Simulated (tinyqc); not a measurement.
Raising the sheet density: inversion layer as a triangular well, valleys of the Si type.

Six ellipsoidal valleys with their long axes along the cube axes, mass ml along the axis and mt across it. For a valley whose axis makes the angle theta with the surface normal, 1/m_z = cos^2(theta)/ml + sin^2(theta)/mt sets the confinement; in the plane the masses are m_1 = mt and m_2 = ml mt/m_z, and m_d = sqrt(m_1 m_2).

The field is taken as constant, e F = 4 pi (e^2/4 pi eps0)(Nd + eta Ns)/eps, with 1e12/cm^2 = 1e-4/angstrom^2, and the oxide as a hard wall at z = 0; c = hbar^2/2m0.

Level j of a valley lies at E_j = a_j (c (e F)^2/m_z)^(1/3) above the band edge at the surface, with the Airy zeros a_j = 2.338107, 4.087949, 5.520560, 6.786708, 7.944134, 9.022651, 10.040174, 11.008524, 11.936016, 12.828777, and has <z> = 2 E_j/(3 e F).

Subband i holds n_i = g m_d/(2 pi c) kB T ln(1 + exp((EF - E_i)/kB T)) (spin included), and EF is fixed by sum n_i = Ns over the levels listed or, where none are listed, over j = 0 to 9 of each group; 1e12/cm^2 = 1e-4/angstrom^2.

Constants: hbar^2/2m0 = 3.80998211 eV angstrom^2; e^2/(4 pi eps0) = 14.39964547 eV angstrom; kB = 8.617333262e-05 eV/K.

Values chosen for the exercise (near those of Si; not measured data): ml = 0.93 m0 (longitudinal mass); mt = 0.192 m0 (transverse mass); eps = 11.7 (dielectric constant); Nd = 0.36 x 1e12/cm^2 (depletion charge); eta = 0.75 (share of Ns in the effective field); face = 100 (surface); T = 300 K (temperature); Nss = (0.8, 1.5, 2.5, 4, 6, 9, 13) x 1e12/cm^2 (sheet densities).

Valleys (masses in m0):

| valleys g | cos^2(theta) | m_z | m_1 | m_2 | m_d |
|---|---|---|---|---|---|
| 2 | 1.00000 | 0.93000 | 0.19200 | 0.19200 | 0.19200 |
| 4 | 0.00000 | 0.19200 | 0.19200 | 0.93000 | 0.42256 |

The field, the ladders and EF anew for each Ns.

Results:

| Ns (1e12/cm^2) | F (MV/cm) | lowest E (eV) | next - lowest (meV) | EF - lowest (meV) | share of lowest (%) | <z> (angstrom) |
|---|---|---|---|---|---|---|
| 0.8 | 0.148 | 0.0487 | 33.7 | -67.7 | 36.5 | 34.2 |
| 2.5 | 0.346 | 0.0855 | 59.2 | -21.2 | 60.6 | 21.3 |
| 4.0 | 0.520 | 0.1122 | 77.7 | 0.6 | 73.0 | 17.2 |
| 6.0 | 0.752 | 0.1436 | 99.3 | 21.6 | 82.7 | 14.3 |
| 9.0 | 1.100 | 0.1850 | 128.0 | 46.6 | 90.2 | 12.0 |
| 13.0 | 1.564 | 0.2339 | 161.9 | 75.2 | 94.5 | 10.4 |

Give the missing row, Ns (1e12/cm^2) = 1.5.

Computed row:
```
Ns (1e12/cm^2)  F (MV/cm)  lowest E (eV)  next - lowest (meV)  EF - lowest (meV)  share of lowest (%)  <z> (angstrom)
1.5                 0.230         0.0651                 45.1              -42.9                 48.2            26.6
```

Levels scale as F^(2/3): the field grows by 10.53 and the lowest level by 4.80. The layer thins from 34.2 to 10.4 angstrom. EF passes the lowest edge between 2.5 and 4 e12/cm^2. The share of the lowest subband rises throughout: the spacing grows faster than the band fills.

(tinyqc, `OMP_NUM_THREADS=1 python tinyqc.py 1281269 1281270 out.jsonl`, Intel(R) Xeon(R) Processor @ 2.30GHz, 1 thread, shared host, about 0.04 s.)
